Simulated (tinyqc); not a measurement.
Worked calculation: interdiffusion in a binary couple: Darken equations, Kirkendall shift and Boltzmann-Matano analysis. Computed by tinyqc, a small Python program that keeps every step. Command: `OMP_NUM_THREADS=1 python tinyqc.py 3007098 3007099 out.jsonl darken walk`. One thread of a shared host (Intel(R) Xeon(R) Processor @ 2.30GHz), about 0.02 s of CPU time with the checks. Intermediate numbers are printed to about 6 digits and carried at full precision; extremes and crossings named in words are read from the listed rows.

x is the mole fraction of B; the molar volume is constant, and the two halves are long enough to count as infinite.

Inputs (values chosen for the exercise, for a model alloy A-B):
```
quantity                          value   unit
tracer diffusivity D*_A(0)        9e-15  m^2/s
tracer diffusivity D*_B(0)        3e-14  m^2/s
slope k of ln D* with x           -0.47      -
regular-solution parameter W       0.13     eV
temperature T                      1220      K
left composition x_L               0.18      -
right composition x_R              0.52      -
time t                            73000      s
composition x for the local step   0.26      -
```

Vacancy-wind correction: none.

Constants: k_B = 8.617333262e-05 eV/K.

## Diffusivities at one composition

D*_i(x) = D*_i(0) exp(k x); thermodynamic factor Phi = 1 - 2 W x (1 - x)/(k_B T); intrinsic D_i = D*_i Phi; interdiffusion D~ = x D_A + (1 - x) D_B.

thermodynamic factor Phi = 0.524177

intrinsic D_A = 4.17493e-15 m^2/s

intrinsic D_B = 1.39164e-14 m^2/s

interdiffusion coefficient D~ at the local x = 1.13836e-14 m^2/s

A positive W (tendency to separate) slows mixing: Phi is below 1.

## Composition profile

With lambda = z/sqrt(t), the profile solves d/dlambda (D~ dx/dlambda) + (lambda/2) dx/dlambda = 0 with x = x_L and x_R far to the left and right; z = 0 is the original interface. It is solved as a boundary-value problem in y = lambda/sqrt(D~ at the mean composition) on -12 < y < 12 (collocation, tolerance 1e-8). The last column is the error-function profile for a constant D~ taken at the mean composition.

D~ at the mean composition = 8.40382e-15 m^2/s

Profile at time t:
```
y       z (um)         x  dx/dz (1/um)  x for constant D~
-3.0  -74.3055  0.192287    0.00054234           0.185762
-2.0  -49.5370  0.213421    0.00123299           0.206741
-1.5  -37.1528  0.231748    0.00174719           0.229104
-1.0  -24.7685  0.257195    0.00238121           0.261515
-0.5  -12.3843  0.291094    0.00310088           0.303025
0.0     0.0000  0.333838    0.00377525           0.350000
0.5    12.3843  0.383191    0.00410398           0.396975
1.0    24.7685  0.432525    0.00372963           0.438485
1.5    37.1528  0.472734    0.00268984           0.470896
2.0    49.5370  0.498652    0.00152474           0.493259
3.0    74.3055  0.517438    0.00025520           0.514238
```

At the original interface x = 0.3338, against the mean 0.3500. D~ is 0.374 times as large at x_R as at x_L, so the profile is flatter and reaches further on the left.

## Boltzmann-Matano quantities at composition x

Read from the profile: the position z(x), the area -int_(x_L)^x z dx and the slope.

position z(x) = -23.6064 um

area -int z dx from x_L to the local x = 4.06556 um

slope dx/dz at the local x = 0.00244617 1/um

## Boltzmann-Matano diffusivity

D~(x) = area/(2 t slope), with z counted from the original interface (the Matano plane); 1 um^2 = 1e-12 m^2.

D~ from the profile = 1.13836e-14 m^2/s

It returns the value of D~ 1.1384e-14 m^2/s that went in.

## Kirkendall markers

Lattice planes move with v = (D_B - D_A) dx/dz; markers from the original interface stay at one composition, where z_K = 2 t v.

marker position z_K = 4.48773 um

composition at the markers = 0.351204

number of solutions = 1

The markers move towards the B-rich side, the side that loses atoms of the faster species (B); vacancies flow the same way and may condense there as voids.

Checks made by the program: mass balance about the original interface (Matano plane at z = 0) (relative difference 2e-09); Boltzmann-Matano against the Darken value (relative difference 1e-07).
